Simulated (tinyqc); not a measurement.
One-sided p+-n junction, ionisation integral and breakdown: one step of the calculation.

A p+ layer at x < 0 and an n drift layer from x = 0. Depletion approximation, built-in voltage neglected. Local ionisation coefficients alpha_n = an exp(-(bn/E)^mx), alpha_p = ap exp(-(bp/E)^mx). Electrons move towards +x, holes towards x = 0.

Problem. Field and ionisation coefficients on a grid. W = sqrt(2 eps0 eps_r V/(q N)), peak field E0 = q N W/(eps0 eps_r), falling linearly to 0 at W. Grid: 11 equal steps from 0 to fr W.

Inputs (values chosen for the exercise); material values close to those of gallium arsenide:

| symbol | value | unit | meaning |
|---|---|---|---|
| eps_r | 12.9 |  | relative permittivity |
| an | 3.19e5 | 1/cm | prefactor of the electron ionisation coefficient |
| bn | 6.96e5 | V/cm | field constant for electrons |
| ap | 2.33e5 | 1/cm | prefactor of the hole ionisation coefficient |
| bp | 6.77e5 | V/cm | field constant for holes |
| mx | 1.6 |  | exponent |
| N | 1.5e16 | cm^-3 | donor density of the drift layer |
| V | 36.2 | V | reverse voltage |
| fr | 0.6 |  | share of the depleted width that the grid covers |

Constants: q = 1.602176634e-19 C, eps0 = 8.8541878128e-14 F/cm where lengths are in cm. Results are converted to the units shown.

Find: W; x; E; alpha_n; alpha_p.

Solution.

W = 1.8550 um

```
point	x (um)	E (kV/cm)	alpha_n (1/cm)	alpha_p (1/cm)
0	0.0000	390.30	25587	20848
1	0.1012	369.01	20190	16620
2	0.2024	347.72	15331	12772
3	0.3035	326.43	11101	9377.9
4	0.4047	305.15	7571.5	6503.2
5	0.5059	283.86	4785.1	4192.4
6	0.6071	262.57	2738.9	2458.4
7	0.7083	241.28	1374.8	1271.4
8	0.8094	219.99	577.38	554.40
9	0.9106	198.70	188.99	190.47
10	1.0118	177.41	43.135	46.345
11	1.1130	156.12	5.7117	6.6983
```

Numbers from tinyqc (`OMP_NUM_THREADS=1 python tinyqc.py 2120004 2120005 out.jsonl`; about 0.04 s on one thread of a shared Intel Xeon 2.30GHz).
